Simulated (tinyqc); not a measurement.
Raising U: Hubbard chain of 6 sites, mean field against exact. Computed by the program tinyqc. Command: `OMP_NUM_THREADS=1 python tinyqc.py 113192 113193 out.jsonl`; one thread of a shared host (Intel(R) Xeon(R) Processor @ 2.60GHz), about 4 s.

one-body matrix (hopping and site energies) (eV):
```
         1        2        3        4        5        6
1  -0.0300  -0.6200   0.0000   0.0000   0.0000   0.0000
2  -0.6200   0.4500  -0.6200   0.0000   0.0000   0.0000
3   0.0000  -0.6200   0.5700  -0.6200   0.0000   0.0000
4   0.0000   0.0000  -0.6200  -0.5800  -0.6200   0.0000
5   0.0000   0.0000   0.0000  -0.6200  -0.3700  -0.6200
6   0.0000   0.0000   0.0000   0.0000  -0.6200  -0.2800
```

electrons, up and down: 3  2

Collinear unrestricted mean field (the lowest of 40 random starts) against exact diagonalisation.

Exact and mean-field results (eV):
```
U          U/t   E exact  E mean field  mean |n_up - n_down|  double occupancy, exact  first gap in the sector
0.310    0.500  -4.25342      -4.24014                 0.176                    0.163                    0.265
0.620    1.000  -3.96814      -3.91499                 0.201                    0.143                    0.291
1.240    2.000  -3.50324      -3.31334                 0.328                    0.108                    0.315
1.860    3.000  -3.15730      -2.84610                 0.528                    0.080                    0.299
2.480    4.000  -2.90114      -2.53667                 0.646                    0.059                    0.268
3.720    6.000  -2.56315      -2.18705                 0.744                    0.034                    0.210
4.960    8.000  -2.35845      -1.99954                 0.781                    0.022                    0.169
7.440   12.000  -2.13016      -1.83168                 0.818                    0.011                    0.120
12.400  20.000  -1.93279      -1.71073                 0.828                 4.09e-03                    0.074
```

In absolute terms mean field is worst at U/t = 6.0, 0.376 eV too high: at small U it is nearly exact, and at large U it still misses the motion of the hole through a fluctuating spin background. Relative to the exact energy its error is 0.3 % at the smallest U, 15 % at most and 11 % at the largest. The double occupancy falls from 0.163 to 0.004.
